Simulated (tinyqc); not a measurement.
K factor and largest bandwidth from two damping rates.

Inverse problem. The damping of a laser follows gamma = K fR^2 + gamma0. With gamma0 neglected, the largest 3 dB bandwidth is 2 sqrt(2) pi/K, reached where gamma = sqrt(2) 2 pi fR. Find K, gamma0 and that bandwidth.

gamma at fR = 3.3 and 9.2 GHz (1/ns): [7.7272000, 43.127200]

Solution. gamma is linear in fR^2: slope K, intercept gamma0.

K = 0.480 ns
gamma0 = 2.50 1/ns
largest f3dB = 18.5 GHz

Numbers from tinyqc (`OMP_NUM_THREADS=1 python tinyqc.py 2840031 2840032 out.jsonl`; about 0.01 s on one thread of a shared Intel Xeon 2.30GHz).
